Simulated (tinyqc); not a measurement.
Classical Heisenberg spin chain: exact results, Metropolis, heat-bath and over-relaxation steps, and a Monte Carlo run: one step, computed by the program tinyqc.

E = -J sum_i s_i . s_(i+1) for unit vectors s_i on an open chain; K = J/(k_B T).

Problem. Four single-spin steps. The given spins are first normalised. Spins 2 and 3 are updated in turn, with h = K (sum of the two neighbours). Heat bath: cos(theta) = 1 + ln(1 - r1 (1 - exp(-2 |h|)))/|h| about n = h/|h|, azimuth 2 pi r2 = phi in the frame a = n x z/|n x z|, b = n x a: s = n cos(theta) + sin(theta)(a cos(phi) + b sin(phi)); r1, r2 are the first two numbers of the row. Steps 2 and 4 are reflections, s -> 2 (s . h) h/|h|^2 - s, which keep the energy and use no random number.

Inputs (values chosen for the exercise, for a model chain of large moments): temperature T = 515 K.

Update: heat bath with over-relaxation.

four neighbouring spins (rows; components x, y, z):
```
         1        2        3
1  -0.9323  -0.0231   0.3609
2   0.1778   0.7073   0.6842
3   0.0736  -0.4392  -0.8954
4  -0.4988   0.3517  -0.7922
```

random numbers, one row a step:
```
        1       2       3
1  0.9138  0.9180  0.7468
2  0.1655  0.8727  0.6590
3  0.9469  0.2385  0.2553
4  0.9036  0.2770  0.4088
```

K = -0.8337227

Give: the table «Steps» with the columns |h|, h . s before, h . s after, move, x, y, z.

Solution.

Steps:

| spin | \|h\| | h . s before | h . s after | move | x | y | z |
|---|---|---|---|---|---|---|---|
| 2 | 0.927 | 0.7048 | -0.5457 | heat bath | -0.2896 | -0.9548 | 0.0664 |
| 3 | 1.025 | -0.7142 | -0.7142 | reflection | -0.9669 | -0.2443 | 0.0730 |
| 2 | 1.639 | -0.6954 | -0.7823 | heat bath | -0.6435 | -0.1547 | -0.7496 |
| 3 | 1.608 | -0.7869 | -0.7869 | reflection | 0.3874 | 0.3442 | -0.8552 |
